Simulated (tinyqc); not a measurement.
# Zener tunnelling in a reverse-biased junction, two-band WKB, step by step

tinyqc, about 0.02 s, one thread, Intel Xeon 2.30GHz (shared host): `OMP_NUM_THREADS=1 python tinyqc.py 2620001 2620002 out.jsonl` Printed values are rounded.

Abrupt p-n junction, depletion approximation. Energies E are counted from the conduction-band edge of the neutral n side; its Fermi level lies at dn, that of the p side at dn - V, and the valence-band edge of the neutral p side at Em = dn + dp - V. Tunnelling needs 0 < E < Em. Two-band dispersion with equal masses m: inside the gap kappa = sqrt(m u (1 - u/Eg)/C), u the distance from a band edge, C = hbar^2/(2 m0).

Values chosen for this exercise; band and dielectric values close to those of indium arsenide:

| symbol | value | unit | meaning |
|---|---|---|---|
| T | 350 | K | temperature |
| Eg | 0.345 | eV | band gap |
| eps_r | 15.3 |  | relative permittivity |
| Nc | 1.09e17 | cm^-3 | conduction-band density of states at 350 K |
| Nv | 8.41e18 | cm^-3 | valence-band density of states at 350 K |
| m | 0.027 | m0 | band-edge mass of the two-band model |
| Na | 2.9e18 | cm^-3 | acceptor density |
| Nd | 9.6e17 | cm^-3 | donor density |
| V | -1.4 | V | bias of the p side |
| nE | 11 |  | points of the energy grid |

Constants: q = 1.602176634e-19 C, kB = 1.380649e-23 J/K, hbar = 1.054571817e-34 J s, h = 6.62607015e-34 J s, m0 = 9.1093837015e-31 kg, Vt = kB T/q, eps0 = 8.8541878128e-14 F/cm where lengths are in cm, hbar^2/(2 m0) = 0.0380998212 eV nm^2. Results are converted to the units shown.

Range of the model: Parabolic densities of states, no band tails and no gap narrowing, all of which matter at such doping.

## Fermi levels and built-in voltage

Nd = Nc F12(dn/Vt), Na = Nv F12(dp/Vt), F12(x) = (2/sqrt(pi)) int_0^infinity sqrt(u)/(1 + exp(u - x)) du; dn = EF - Ec on the n side, dp = Ev - EF on the p side (negative outside the bands); Vbi = Eg + dn + dp.

dn = 0.150353 eV
dp = -0.0284529 eV
Vbi = 0.466900 V

Boltzmann statistics would give dn = 0.0656 eV and dp = -0.0321 eV. At zero bias the bands of the two sides overlap by dn + dp.

## Width, field and exponent

W = sqrt(2 eps0 eps_r (Vbi - V)(1/Na + 1/Nd)/q), mean field F = (Vbi - V)/W, peak field 2 F. In a uniform field F the exponent is S = pi sqrt(m/C) Eg^1.5/(4 F). Transverse energy Et = C kt^2/m raises it to S (1 + 4 Et/Eg), so T = exp(-S) exp(-Et/Eb) with Eb = Eg/(4 S). KJ = (2 q^2/h) m/(4 pi C) (times 1e14 for A/cm^2 per eV^2).

W = 66.1606 nm
mean field = 0.282177 MV/cm
S = 4.74807
exp(-S) = 0.00866839
Eb = 18.1653 meV
tunnelling length Eg/F = 12.2264 nm

## Current density on a coarse grid

J = KJ exp(-S) Eb times the integral from 0 to Em of [f(E - dn) - f(E - dn + V)] [1 - exp(-min(E, Em - E)/Eb)] dE, f(x) = 1/(1 + exp(x/Vt)), with S and Eb from the mean field; J > 0 flows from p to n. KJ = (2 q^2/h) m/(4 pi C) (times 1e14 for A/cm^2 per eV^2). Simpson's rule on nE equally spaced points from 0 to Em.

```
point   E (eV)  difference of the f  transverse factor
0      0.00000             -0.00679            0.00000
1      0.15219             -0.51522            0.99977
2      0.30438             -0.99398            1.00000
3      0.45657             -0.99996            1.00000
4      0.60876             -1.00000            1.00000
5      0.76095             -1.00000            1.00000
6      0.91314             -1.00000            1.00000
7      1.06533             -1.00000            1.00000
8      1.21752             -0.99998            1.00000
9      1.36971             -0.99750            0.99977
10     1.52190             -0.71978            0.00000
```

integral = -1.32087 eV
KJ = 4.36944e8 A/(cm^2 eV^2)
J = -90879.6 A/cm^2

A converged quadrature gives -92640 A/cm^2; this grid is 1.9 % below that in size.
